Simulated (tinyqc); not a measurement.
# Ellipsometry and reflectance of a transparent film on an absorbing substrate: effect of the index of the transparent film

Air (index 1), film, substrate with N2 = n2 - i k2; time factor exp(+i w t). q_j = sqrt(N_j^2 - sin^2 th), root with positive real part. Fresnel coefficients r_s = (q_a - q_b)/(q_a + q_b), r_p = (N_b^2 q_a - N_a^2 q_b)/(N_b^2 q_a + N_a^2 q_b). tan(Psi) exp(i Delta) = R_p/R_s, Delta taken from 0 to 360 degrees.

beta = 2 pi d q1/lam, X = exp(-2 i beta), R = (r01 + r12 X)/(1 + r01 r12 X) for p and s. dDelta/dd is the derivative of Delta; period lam/(2 q1).

Values chosen for this exercise; indices close to those of aluminium oxide on silicon: wavelength lam = 632.8 nm; angle of incidence th = 70 degrees; film thickness d = 80 nm; index of the substrate n2 = 3.882; extinction coefficient of the substrate k2 = 0.019.

Effect of the index of the transparent film:
```
n1    Psi (degrees)  Delta (degrees)  |R_p|^2  |R_s|^2  dDelta/dd (degrees/nm)  period (nm)
1.25          25.80            99.61   0.1390   0.5949                 -0.2496        383.8
1.45          32.31            82.25   0.1925   0.4810                 -0.2432        286.5
1.65          37.13            67.69   0.1989   0.3470                 -0.4558        233.3
1.85          40.79            47.23   0.1765   0.2371                  -1.358        198.5
2.05          38.94            18.38   0.1390   0.2129                  -2.577        173.7
2.25          30.39            352.4  0.09723   0.2828                  -2.671        154.8
2.45          21.34            332.1  0.05996   0.3928                  -2.555        139.8
2.65          14.47            311.0  0.03294   0.4949                  -2.807        127.7
```

What does the comparison show?

Psi goes from 25.8 through a maximum of 40.8 (at n1 = 1.85 among the rows listed) to 14.5 degrees and |R_p|^2 goes from 0.139 through a maximum of 0.199 (at n1 = 1.65 among the rows listed) to 0.0329. The slope of Delta is largest in size, 2.81 degrees/nm, at n1 = 2.65 among the rows.

Program tinyqc, `OMP_NUM_THREADS=1 python tinyqc.py 2870152 2870153 out.jsonl`; Intel Xeon 2.30GHz, shared host, one thread, about 0.4 s.
